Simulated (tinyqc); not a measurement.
Thermal and gravitational stress in a wafer during furnace and rapid thermal processing, and the onset of slip: one step, computed by the program tinyqc.

A thin free disc in plane stress, isotropic; T(r) = T_centre + dT (r/R)^n. Stress is positive in tension; sigma_SB = 5.670374419e-8 W/(m^2 K^4), g = 9.80665 m/s^2.

Problem. Ramp rate in a batch furnace. Critical resolved stress tau_c = A exp(U/(k_B T)), a form chosen for the exercise; slip when 0.492799 |s_tt(R)| > tau_c; allowed |dT| = tau_c (n + 2)/(0.492799 n alpha E). In a stack heated from the rim, heat flows inward by conduction and by radiation between wafers: k_eff = k + (16/3) sigma_SB T^3 s^2/t (a diffusion estimate with the spacing as path length). A steady ramp gives the parabolic lag dT = rho c (ramp) R^2/(4 k_eff); the allowed ramp uses n = 2.

Inputs (values chosen for the exercise, modelled on silicon):
```
quantity,value,unit
wafer radius R,75,mm
thickness t,675,micrometre
Young's modulus E,161,GPa
expansion alpha,4.45,1e-6/K
temperature T,1000,K
prefactor A of the critical stress,0.00024,MPa
energy U of the critical stress,1.1,eV
density rho,2330,kg/m^3
heat capacity c,915,J/(kg K)
conductivity k,29,W/(m K)
wafer spacing s,8.9,mm
ramp rate,9,K/min
```

Constants: k_B = 8.617333262e-05 eV/K.

Give: k_eff; lag of the centre; allowed ramp rate.

Solution.

k_eff = 64.49 W/(m K)

lag of the centre = 6.973 K

allowed ramp rate = 613.7 K/min

Radiation carries 55 % of the inward flow. The ramp is 0.01 of the allowed one.
